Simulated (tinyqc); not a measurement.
# CMOS inverter, nodal equation and switching: effect of the drain-induced barrier lowering

An n-channel pull-down (bn, VTn) and a p-channel pull-up (bp, VTp) share the input Vin and the output node Vout, which carries the load C. Transistor (EKV form, voltages against the body): I = 2 n b Vt^2 [F(vp - Vs) - F(vp - Vd)] from drain to source, F(v) = ln^2(1 + exp(v/(2 Vt))), vp = (Vg - VT + sg |Vd - Vs|)/n. n-channel bodies are at 0; for the p-channel device all voltages are counted down from Vdd. b in uA/V^2 gives I in uA. Static: In = Ip. Transient: C dVout/dt = Ip - In. No velocity saturation, no gate capacitance beyond C.

VM solves In = Ip with Vin = Vout; VIL and VIH are the inputs of gain -1, NML = VIL - Vout(VIH), NMH = Vout(VIL) - VIH. For a step input the delay to Vdd/2 is tHL = C times the integral of dV/(In - Ip) from Vdd/2 to Vdd at Vin = Vdd, and tLH likewise with Ip - In from 0 to Vdd/2 at Vin = 0.

Values chosen for this exercise:
```
symbol,value,unit,meaning
T,273,K,temperature
Vdd,0.5,V,supply voltage
n,1.23,,slope factor
VTn,0.38,V,n-channel threshold
VTp,0.28,V,p-channel threshold (magnitude)
bn,870,uA/V^2,gain factor of the pull-down transistor
bp,260,uA/V^2,gain factor of the pull-up transistor
C,0.54,fF,load capacitance
```

Constants: q = 1.602176634e-19 C, kB = 1.380649e-23 J/K, Vt = kB T/q. Results are converted to the units shown.

Result of one run:
```
sg    VM (V)  gain at VM  NML (V)  NMH (V)  tHL (ps)  tLH (ps)
0.16  0.2747      -6.246   0.2101   0.1524     11.58     16.33
```

What becomes of these results when the drain-induced barrier lowering sg is changed from 0.16 to 0.07, all else the same?

Result of the changed run:
```
sg    VM (V)  gain at VM  NML (V)  NMH (V)  tHL (ps)  tLH (ps)
0.07  0.2779      -14.27   0.2339   0.1741     16.85     20.96
```

The whole series:
```
sg    VM (V)  gain at VM  NML (V)  NMH (V)  tHL (ps)  tLH (ps)
0.01  0.2801      -99.12   0.2494   0.1886     22.52     25.25
0.04  0.2790      -24.94   0.2417   0.1814     19.40     22.95
0.07  0.2779      -14.27   0.2339   0.1741     16.85     20.96
0.1   0.2768      -9.991   0.2260   0.1668     14.77     19.22
0.13  0.2758      -7.687   0.2181   0.1596     13.03     17.69
0.16  0.2747      -6.246   0.2101   0.1524     11.58     16.33
0.19  0.2737      -5.260   0.2021   0.1452     10.35     15.13
0.22  0.2727      -4.543   0.1941   0.1380     9.307     14.06
```

As sg goes from 0.01 to 0.22, VM falls from 0.280 to 0.273 V, the size of the gain falls from 99.1 to 4.54, tHL falls from 22.5 to 9.31 ps and tLH falls from 25.3 to 14.1 ps. The smaller margin is largest, 0.189 V, at sg = 0.01 among the rows. Barrier lowering gives both transistors an output conductance, which caps the gain.

Computed by the program tinyqc: `OMP_NUM_THREADS=1 python tinyqc.py 2340113 2340114 out.jsonl`, one thread of a shared Intel Xeon 2.30GHz, about 0.05 s for the whole run.
